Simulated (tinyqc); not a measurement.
Energy against distortion: Peierls distortion of a half-filled chain.

Atoms move by +/- u, so bonds change by -/+ 2u and hoppings are t +/- 2 al u. Bands E = -/+ sqrt((2 t cos x)^2 + D^2 sin^2 x) with D = 4 al u, x = k a in (0, pi/2); the gap is 2D. Energy per atom at zero temperature: E(u) = -mean_x sqrt(...) + 2 K u^2; exactly, the mean is (4t/pi) E(1 - z^2), z = D/2t, E the complete elliptic integral of the second kind with parameter m. Coupling lambda = 2 al^2/(pi t K).

Inputs chosen for the exercise: t = 2.29 eV (hopping of the even chain); al = 5.3 eV/angstrom (change of hopping with bond length); K = 27.9 eV/angstrom^2 (spring constant of a bond).

Exact means; both parts are counted from u = 0.

Energies per atom:
```
u (angstrom),gap (eV),electrons (meV),springs (meV),total (meV)
0.0058,0.246,-4.73,1.88,-2.86
0.0144,0.611,-23.31,11.57,-11.74
0.0288,1.221,-75.57,46.28,-29.29
0.0432,1.832,-147.21,104.14,-43.07
0.0576,2.442,-233.53,185.13,-48.40
0.0720,3.053,-331.55,289.27,-42.28
0.0864,3.663,-439.15,416.54,-22.61
0.1008,4.274,-554.78,566.96,12.18
0.1268,5.376,-780.18,897.17,116.99
```

How do the results move, and what explains it?

The ratio of electronic gain to elastic cost is 2.52 in the first row and 0.87 in the last: the gain goes as u^2 ln(1/u), so it wins at small u for any K. The total is lowest at u = 0.0576 angstrom and turns positive between 0.0864 and 0.1008.

(tinyqc, `OMP_NUM_THREADS=1 python tinyqc.py 1651893 1651894 out.jsonl`, Intel(R) Xeon(R) Processor @ 2.30GHz, 1 thread, shared host, about 0.09 s.)
